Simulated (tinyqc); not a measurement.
Deep level with several charge states, and Shockley-Read-Hall recombination: one step. Charge states at a trial Fermi level. Two cases, with inputs chosen for the exercise.

Question. Form the exponents, the shares, the mean charge and the residual of neutrality at EF = E_try.

Energies from Ev. The defect has charge states +1, 0, -1 with weights 1, gm exp((EF - E1)/kT), exp((2 EF - E1 - E2)/kT); the shares are the weights over their sum. Boltzmann carriers: n = Nc exp((EF - Eg)/kT), p = Nv exp(-EF/kT). Neutrality: p - n + Nd + Nt <q> = 0.

Constants: kB = 8.617333262e-05 eV/K.

Give: exponents of the second and third weights; shares; <q>; n, p; residual.

Case 1.

Values chosen (gap and densities of states near those of GaAs at this temperature; shifted at random, so the results belong to these values and not to a real crystal): Eg = 1.431 eV (gap); Nc = 4.41e+17 1/cm^3 (conduction-band density of states); Nv = 9.39e+18 1/cm^3 (valence-band density of states); T = 300 K; E1 = 0.479 eV (level (+1/0) above Ev); E2 = 0.842 eV (level (0/-1) above Ev); gm = 2 (degeneracy of the middle state, the others 1); Nt = 1.4e+15 1/cm^3 (defects); Nd = -2.9e+16 1/cm^3 (ionised shallow donors minus acceptors); E_try = 1.116 eV (trial Fermi level).

Answer.

exponents of the second and third weights: 24.640  35.239

shares: +1 0.0000, 0 0.0000, -1 1.0000

<q> = -1.0000

n, p (1/cm^3): 2.25e+12  1.68

residual = -3.04e+16 1/cm^3

Case 2.

Values chosen (gap and densities of states near those of GaN at this temperature; shifted at random, so the results belong to these values and not to a real crystal): Eg = 3.421 eV (gap); Nc = 3.77e+18 1/cm^3 (conduction-band density of states); Nv = 6.74e+19 1/cm^3 (valence-band density of states); T = 400 K; E1 = 0.971 eV (level (+1/0) above Ev); E2 = 2.84 eV (level (0/-1) above Ev); gm = 2 (degeneracy of the middle state, the others 1); Nt = 2.3e+16 1/cm^3 (defects); Nd = -9.4e+16 1/cm^3 (ionised shallow donors minus acceptors); E_try = 0.912 eV (trial Fermi level).

Answer.

exponents of the second and third weights: -1.712  -57.645

shares: +1 0.7347, 0 0.2653, -1 0.0000

<q> = 0.7347

n, p (1/cm^3): 9.21e-14  2.18e+08

residual = -7.71e+16 1/cm^3

The residual is negative, so EF must fall.

Computed by tinyqc, one run a case: `OMP_NUM_THREADS=1 python tinyqc.py N N+1 out.jsonl` with N = 1651682, 1652056; one thread of a shared Intel(R) Xeon(R) Processor @ 2.30GHz, about 0.01 s a run at most.
